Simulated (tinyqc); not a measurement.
# From one set of inputs to another, one input at a time

Model: thermal, flicker and telegraph noise of a field-effect transistor. Computed by tinyqc, a small Python program. Command: `OMP_NUM_THREADS=1 python tinyqc.py 3018955 3018956 out.jsonl noise ladder`. One thread of a shared host (Intel(R) Xeon(R) Processor @ 2.30GHz), about 0.01 s of CPU time with the checks.

Strong inversion, threshold roll-off and channel-length modulation left out; noise sources are uncorrelated and are given as one-sided spectral densities.

The inputs printed are set A. Set A is modelled on a silicon n-channel; the values taken over come from a set modelled on a high-k silicon transistor. Inputs not listed in the table keep their values of set A, so the rows need not describe a real material.

Inputs (values chosen for the exercise, modelled on a silicon n-channel):
```
quantity                                   value         unit
width W                                     0.07   micrometre
length L                                      27           nm
electrical oxide thickness t                 1.7           nm
mobility mu                                  310   cm^2/(V s)
saturation velocity v_s                      1.1     1e7 cm/s
overdrive V_ov                              0.26            V
thermal noise factor gamma                 0.667            -
oxide trap density N_t                   2.1e+18  1/(eV cm^3)
oxide barrier phi                            1.8           eV
oxide mass m_ox                             0.38          m_0
Coulomb scattering coefficient alpha_sc    20000        V s/C
frequency f                                20000           Hz
temperature T                                200            K
```

Operating region: saturation. Flicker model: number with correlated mobility.

Constants: eps_0 = 8.8541878128e-12 F/m; hbar = 1.054571817e-34 J s; m_0 = 9.1093837015e-31 kg; e = 1.602176634e-19 C; k_B = 8.617333262e-05 eV/K; k_B = 1.380649e-23 J/K.

Method:
- C_ox = 3.9 eps_0/t; V_c = 2 v_s L/mu; I = W C_ox v_s V_ov^2/(V_ov + V_c); g_m = W C_ox v_s V_ov (V_ov + 2 V_c)/(V_ov + V_c)^2; g_d0 = mu C_ox (W/L) V_ov.
- Tunnelling length lambda = hbar/(2 sqrt(2 m_ox phi)); flat-band noise S_Vfb = e^2 k_B T lambda N_t/(W L C_ox^2 f). S_I = g_m^2 S_Vfb (1 + alpha_sc mu C_ox I/g_m)^2.
- Thermal: S_I = 4 k_B T gamma g_d0; input-referred S_V = S_I/g_m^2; corner f_c where flicker equals thermal.
- Total input noise from 1 Hz to f_c: sqrt(S_V,thermal [f_c ln(f_c/1 Hz) + f_c - 1 Hz]).

Each row keeps all changes above it:
```
input moved                              from       to  flicker S_I/I^2 (1/Hz)  input noise up to f_c (microvolt)  g_m (microsiemens)
set A                                       -        -               2.296e-09                          6.036e+03           1.283e+02
oxide barrier phi (eV)                    1.8      2.3               2.031e-09                          5.662e+03           1.283e+02
oxide trap density N_t (1/(eV cm^3))  2.1e+18  1.2e+16               1.161e-11                          3.785e+02           1.283e+02
mobility mu (cm^2/(V s))                  310      210               7.350e-12                          2.787e+02           1.139e+02
length L (nm)                              27      260               9.316e-13                          7.156e+01           2.607e+01
width W (micrometre)                     0.07       16               4.076e-15                          4.733e+00           5.959e+03
electrical oxide thickness t (nm)         1.7      1.5               3.644e-15                          4.477e+00           6.753e+03
overdrive V_ov (V)                       0.26     0.74               1.835e-15                          1.036e+01           1.546e+04
```

Flicker S_I/I^2 goes from 2.30e-9 to 1.84e-15, a factor 7.99e-7 in all. The largest single move comes from width W (a factor 0.00438). Input noise up to f_c goes from 6040 to 10.4, a factor 0.00172 in all. The largest single move comes from width W (a factor 0.0661), and overdrive V_ov works against it (a factor 2.31). g_m goes from 128 to 15500, a factor 121 in all. The largest single move comes from width W (a factor 229), and length L works against it (a factor 0.229). The single moves hold for this order of the switches; the total does not depend on the order.

Caution (all rows): fewer than one trap per decade of time constant is active, so one device shows telegraph steps and the 1/f law is only a mean over many devices. Caution (rows set A, oxide barrier phi): the corner lies above 1 GHz, where the 1/f law is only an extrapolation.

Extremes, crossings and ranges named in words are read from the listed rows.
